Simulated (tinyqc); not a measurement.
Two-valley model of the transferred-electron effect: one step, computed by the program tinyqc.

Both kinds of valley share one electron temperature T_e, and each has a constant mobility.

Question. Does a domain form? Space charge grows at the rate n e |mu_d|/(eps eps_0) during the transit time L/v, with v the valley velocity; Kroemer's criterion asks n L > eps eps_0 v/(e |mu_d|). Transit frequency v/L.

Inputs (values chosen for the exercise, modelled on GaAs):
```
quantity                 value        unit
lattice temperature T       77           K
doping n               1.3e+15      1/cm^3
device length L            7.6  micrometre
permittivity eps          12.9           -
```

Solver: bisection.

valley velocity = 2.072127 1e7 cm/s

most negative differential mobility = -719.8071 cm^2/(V s)

Constants: eps_0 = 8.8541878128e-12 F/m; e = 1.602176634e-19 C.

Give: critical n L; n L of the device; transit frequency.

Answer.

critical n L = 2.052e+11 1/cm^2

n L of the device = 9.88e+11 1/cm^2

transit frequency = 27.26 GHz

n L is 4.81 times the critical product: a domain can mature if the bias field lies in the region of negative slope.
